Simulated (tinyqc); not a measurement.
Fully depleted semiconductor-on-insulator film with two gates, non-linear Poisson equation by Newton steps: one step of the calculation.

One dimension across the film, front interface at x = 0, back interface at x = ts. psi is counted from the intrinsic level, n = ni exp(psi/Vt) (source grounded), holes neglected, acceptors ionised. Gates act through Cox = eps0 eox/tox and Cbox = 3.9 eps0/tb with potentials G1 = Vg - (phiM - chi - Vt ln(Nc/ni)) and G2 = Vb - (phiB - chi - Vt ln(Nc/ni)). Classical Boltzmann densities, no interface charge, no depletion in the back plane.

Question. Newton step. Solve a d_(i-1) + b_i d_i + a d_(i+1) = -F_i for all nodes. If the largest |d| exceeds 4 Vt, the whole step is scaled down so that it equals 4 Vt.

Inputs (values chosen for the exercise): temperature T = 300 K.

Constants: q = 1.602176634e-19 C, kB = 1.380649e-23 J/K, Vt = kB T/q. Results are converted to the units shown.

a = 10.566965 uF/cm^2

```
node  diagonal b (F/cm^2)  residual F (C/cm^2)  psi after iteration 1 (V)
0           -1.2137977e-5       -3.6285259e-11                 0.27416127
1           -2.1137519e-5       -4.4466978e-11                 0.28047171
2           -2.1138575e-5       -2.0825231e-11                 0.28714347
3           -2.1140028e-5       -4.6460645e-12                 0.29418136
4           -2.1142052e-5       -3.8143573e-13                 0.30159047
5           -2.1144907e-5       -1.4709077e-11                 0.30937616
6           -2.1148985e-5       -5.7761336e-11                 0.31754405
7           -1.0638027e-5       -7.2549255e-11                 0.32610005
```

Find: Newton step d, before damping; psi after iteration 2.

Answer.

```
node  Newton step d, before damping (1e-4 V)  psi after iteration 2 (V)
0                                    -1.4370                    0.27402
1                                    -1.6163                    0.28031
2                                    -1.7540                    0.28697
3                                    -1.8729                    0.29399
4                                    -1.9884                    0.30139
5                                    -2.1051                    0.30917
6                                    -2.2100                    0.31732
7                                    -2.2635                    0.32587
```

Range of the model: In so thin a film or at such density quantum confinement moves the charge away from the interfaces and raises the threshold.

Program tinyqc, `OMP_NUM_THREADS=1 python tinyqc.py 2190118 2190119 out.jsonl`; Intel Xeon 2.30GHz, shared host, one thread, about 0.5 s.
